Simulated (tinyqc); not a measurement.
# Modulation-doped quantum well, Poisson-Schroedinger loop, step by step

Program tinyqc, `OMP_NUM_THREADS=1 python tinyqc.py 2140110 2140111 out.jsonl`; Intel Xeon 2.30GHz, shared host, one thread, about 0.2 s. Printed values are rounded.

A well of width L centred at z = 0 between barriers Vb; effective-mass electrons, parabolic bands. The electrons come from donor sheets outside the mesh, a share fL of Ns on the left and the rest on the right, so the structure is neutral. Energies are counted from the band edge of the well, with U = 0 on the first node in the Hartree part.

Parameters, values chosen for the exercise; material values those of a made-up well:
- T = 4.2 K (temperature)
- md = 0.0393 m0 (in-plane mass)
- Vb = 0.524 eV (barrier height)
- eps_r = 14.9 (relative permittivity (all layers))
- L = 7.56 nm (well width)
- hz = 0.84 nm (mesh step)
- Ns = 4e11 cm^-2 (sheet density of electrons)
- fL = 0 (share of the donors on the left side)
- Fz = -48 kV/cm (applied field along z)
- a = 0.5 (mixing factor)

Constants: q = 1.602176634e-19 C, kB = 1.380649e-23 J/K, hbar = 1.054571817e-34 J s, m0 = 9.1093837015e-31 kg, Vt = kB T/q, eps0 = 8.8541878128e-14 F/cm where lengths are in cm, hbar^2/(2 m0) = 0.0380998212 eV nm^2. Results are converted to the units shown.

## Fixed part of the potential

z, node 1 to 17 (nm): -6.72  -5.88  -5.04  -4.2  -3.36  -2.52  -1.68  -0.84  0  0.84  1.68  2.52  3.36  4.2  5.04  5.88  6.72

V0 = 0 in the well and Vb outside, plus q Fz z (1 kV/cm = 1e-4 eV/nm).

fixed potential V0, node 1 to 17 (eV): 0.556256  0.552224  0.548192  0.544160  0.016128  0.012096  0.008064  0.004032  0.000000  -0.004032  -0.008064  -0.012096  -0.016128  0.503840  0.499808  0.495776  0.491744

## Round 1: levels and probability densities

self-consistent potential U at the start, node 1 to 17 (eV): 0  0  0  0  0  0  0  0  0  0  0  0  0  0  0  0  0
mass on the intervals 1/2, 3/2, ... (mean of both at an interface) (m0): 0.0936  0.0936  0.0936  0.0936  0.0663  0.039  0.039  0.039  0.039  0.039  0.039  0.039  0.039  0.0663  0.0936  0.0936  0.0936  0.0936

Tridiagonal Hamiltonian with psi = 0 one step beyond both ends: H_ii = C (1/m_(i-1/2) + 1/m_(i+1/2))/hz^2 + V0_i + U_i, H_(i,i+1) = -C/(m_(i+1/2) hz^2), C = hbar^2/(2 m0). The lowest 2 level(s) are kept, normalised to hz sum |psi|^2 = 1.

levels (eV): E1 0.066632, E2 0.288041

```
node	|psi|^2 of E1 (1/nm)	|psi|^2 of E2 (1/nm)
1	0.000051	0.000634
2	0.000413	0.003851
3	0.002563	0.016221
4	0.015174	0.062550
5	0.060913	0.172797
6	0.096424	0.186153
7	0.131049	0.130487
8	0.158546	0.047505
9	0.173344	0.000898
10	0.171790	0.026977
11	0.153235	0.104857
12	0.120623	0.171505
13	0.080325	0.171953
14	0.021316	0.067975
15	0.003925	0.019854
16	0.000694	0.005302
17	0.000093	0.000958
```

## Round 1: Fermi level and occupations

Level k holds N_k = D_k Vt ln(1 + exp((EF - E_k)/Vt)) with D = md m0 q/(pi hbar^2) per eV (spin included); EF is fixed by sum N_k = Ns.

EF = 0.0909976 eV
N_k (cm^-2): E1 4e11, E2 2.14685e-227

## Round 1: density, output potential and mixing

n_i = sum_k N_k |psi_k|^2 (converted to cm^-3). Hartree part by Gauss: on the interval after node i the enclosed sheet charge is S_i = fL Ns - hz sum_(j<=i) n_j, and U_(i+1) = U_i + q S_i hz/(eps0 eps_r) in eV, U_1 = 0. Mixing: U(new) = U + a (U(out) - U).

```
node	n (1e17 cm^-3)	U(out) (eV)	U after round 1 (eV)
1	0.00204	0.0000000	0.0000000
2	0.01652	-0.0000002	-0.0000001
3	0.10251	-0.0000018	-0.0000009
4	0.60696	-0.0000121	-0.0000061
5	2.43652	-0.0000745	-0.0000373
6	3.85696	-0.0003457	-0.0001728
7	5.24196	-0.0009474	-0.0004737
8	6.34182	-0.0019982	-0.0009991
9	6.93374	-0.0035925	-0.0017963
10	6.87161	-0.0057810	-0.0028905
11	6.12939	-0.0085583	-0.0042792
12	4.82493	-0.0118608	-0.0059304
13	3.21300	-0.0155768	-0.0077884
14	0.85263	-0.0195681	-0.0097841
15	0.15699	-0.0236325	-0.0118162
16	0.02775	-0.0277103	-0.0138551
17	0.00370	-0.0317905	-0.0158952
```

## Course of the self-consistent loop

Start from U = 0. Stop when the largest |U(out) - U| is below 1e-7 eV, or after 120 rounds.

Course of the iteration:
```
round	level E1 (eV)	EF (eV)	largest |U(out) - U| (eV)
1	0.0666323	0.0909976	0.0318
2	0.0638250	0.0881902	0.0157
3	0.0624534	0.0868186	7.74e-3
4	0.0617884	0.0861536	3.82e-3
5	0.0614672	0.0858324	1.89e-3
6	0.0613124	0.0856776	9.31e-4
7	0.0612379	0.0856031	4.60e-4
8	0.0612020	0.0855672	2.27e-4
9	0.0611848	0.0855500	1.12e-4
10	0.0611765	0.0855417	5.54e-5
11	0.0611725	0.0855378	2.74e-5
12	0.0611706	0.0855358	1.35e-5
13	0.0611697	0.0855349	6.69e-6
14	0.0611693	0.0855345	3.31e-6
15	0.0611691	0.0855343	1.64e-6
16	0.0611690	0.0855342	8.09e-7
17	0.0611689	0.0855341	4.00e-7
18	0.0611689	0.0855341	1.98e-7
19	0.0611689	0.0855341	9.80e-8
```

Converged in 19 rounds. Towards the end the residual shrinks by a factor of about 0.49 a round.

## Converged levels, occupations and centroid

converged U, node 1 to 17 (eV): 0.0000000  -0.0000002  -0.0000016  -0.0000112  -0.0000692  -0.0003234  -0.0008905  -0.0018880  -0.0034142  -0.0055288  -0.0082384  -0.0114901  -0.0151771  -0.0191591  -0.0232211  -0.0272985  -0.0313786

Solve for the levels with V0 + U, find EF, n_i = sum_k N_k |psi_k|^2 (in cm^-3); share of each level N_k/Ns; centroid sum n z/sum n.

levels (eV): E1 0.061169, E2 0.281492
EF = 0.0855341 eV
shares (%): E1 100.000, E2 0.000
n, node 1 to 17 (in units of 1e17 cm^-3): 0.00185  0.01513  0.09466  0.56561  2.28875  3.65228  5.02272  6.16920  6.86726  6.94356  6.32506  5.08116  3.44225  0.93448  0.17792  0.03264  0.00450
centroid = 0.260498 nm

With 400 intervals across the well and the same walls, E2 - E1 = 225.8 meV and EF - E1 = 24.37 meV; this mesh gives 220.3 and 24.37 meV.
